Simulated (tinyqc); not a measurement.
# Correction of a charged-defect supercell by a model charge and potential alignment (plane-averaged potentials), step by step

A worked calculation. Computed by tinyqc, a small Python program that keeps every step. Command: `OMP_NUM_THREADS=1 python tinyqc.py 3111271 3111272 out.jsonl align walk`. One thread of a shared host (Intel(R) Xeon(R) Processor @ 2.30GHz), about 0.01 s of CPU time with the checks. Intermediate numbers are printed to about 6 digits and carried at full precision; extremes and crossings named in words are read from the listed rows.

The "true" defect charge is (1 - x) q in a Gaussian of width sigma plus x q in one of width sigma_t, so the exact answer is known; the correction sees only a single model Gaussian of width sigma_m. A Gaussian of width s has the transform rho(G) = exp(-G^2 s^2/2), normalised to 1. A uniform background cancels q, so G = 0 is left out. Potentials are those felt by a unit positive charge. E_0 is the formation energy of the isolated defect, E_cell its value in the supercell, E_lat = E_iso - E_per of the model charge, C the true less the model potential far from the defect; the exact correction is E_0 - E_cell, and the error of a scheme is E_cell plus its correction less E_0.

Inputs (values chosen for the exercise, with screening close to that of diamond):
```
quantity                                     value      unit
defect charge q                                 -3         e
dielectric constant eps                       5.88         -
edge of the cubic cell L                      12.4  angstrom
width sigma of the true defect charge          0.9  angstrom
width sigma_m of the model charge             0.62  angstrom
share x of the charge in a wide tail          0.15         -
width sigma_t of the tail                      1.6  angstrom
formation energy of the isolated defect E_0    1.6        eV
```

Constants: e^2/(4 pi eps_0) = 14.39964548 eV angstrom.

## The supercell energy and its true error

Periodic energy E_per = (2 pi q^2/(eps L^3)) (e^2/(4 pi eps_0)) sum_(G != 0) rho(G)^2/G^2, G = (2 pi/L)(n1, n2, n3), |n_i| <= 16. Isolated energy: two Gaussians of charges q_a, q_b and widths a, b interact by q_a q_b (e^2/(4 pi eps_0 eps)) sqrt(2/pi)/sqrt(a^2 + b^2), and the self-energy is half the sum over pairs. Supercell value E_cell = E_0 + E_per - E_iso for the true charge.

E_iso, true charge = 6.30004 eV

E_per, true charge = 3.85638 eV

E_cell = -0.843667 eV

exact correction = 2.44367 eV

## Lattice energy of the model charge

E_lat = E_iso - E_per for the model charge; point-charge value alpha q^2 e^2/(4 pi eps_0 eps 2 L) with alpha = 2.837297.

E_iso, model = 10.0281 eV

E_per, model = 7.53449 eV

E_lat = 2.49365 eV

point-charge value = 2.52156 eV

## Plane-averaged potentials

Plane-averaged potential at distance z from the defect: V(z) = (4 pi q/(eps L^3)) (e^2/(4 pi eps_0 e)) sum_(m != 0) rho(G_m) cos(G_m z)/G_m^2, G_m = 2 pi m/L, |m| <= 40.

Potentials (V):
```
z/L   z (angstrom)       true      model  difference
0.00          0.00  -0.405676  -0.481238   0.0755622
0.05          0.62  -0.368880  -0.421909   0.0530291
0.10          1.24  -0.275588  -0.291550   0.0159625
0.15          1.86  -0.159788  -0.154969  -0.0048193
0.20          2.48  -0.046614  -0.034122  -0.0124921
0.25          3.10   0.053067   0.068249  -0.0151818
0.30          3.72   0.135841   0.152009  -0.0161674
0.35          4.34   0.200643   0.217155  -0.0165128
0.40          4.96   0.247068   0.263689  -0.0166209
0.45          5.58   0.274958   0.291609  -0.0166503
0.50          6.20   0.284259   0.300915  -0.0166559
```

The difference moves by 0.04 mV between z/L = 0.4 and 0.5: a plateau.

## Alignment and corrected energy

C = difference at z = L/2; E_corr = E_cell + E_lat - q C. For charges that have died out at L/2, C = (2 pi q/(eps L^3)) (e^2/(4 pi eps_0 e)) (<s^2> - sigma_m^2), <s^2> = (1 - x) sigma^2 + x sigma_t^2.

alignment C = -0.0166559 V

C, closed form = -0.0166595 V

E_corr = 1.60001 eV

error with alignment (rounded to 1e-4 meV) = 0.0107 meV

error without alignment = 49.9785 meV

error with the point-charge term alone = 77.8981 meV

error without correction = -2443.67 meV

Errors are measured against E_0. Alignment cuts the error of the model charge from 50 to 0.011 meV.

## Errors against cell size

Schemes: none; point-charge term alpha q^2 e^2/(4 pi eps_0 eps 2 L), alpha = 2.837297; E_lat of the model; E_lat - q C with C at z = L/2.

Error against E_0 (meV):
```
L (angstrom)      none  point charge  model charge  model and alignment
8.68          -3375.15       227.083       145.684              1.77046
10.50         -2849.55       128.299        82.315              0.16426
12.40         -2443.67        77.898        49.979              0.01067
```

Between the last two rows the uncorrected error scales as L^-0.92 and the point-charge remainder as L^-3.00. With alignment the error is +1.8 meV in the smallest cell and +0.01 meV in the largest.

Checks made by the program: E_lat against the point-charge value less 2 pi q^2 sigma_m^2 e^2/(4 pi eps_0 eps L^3) (relative difference 2e-07).
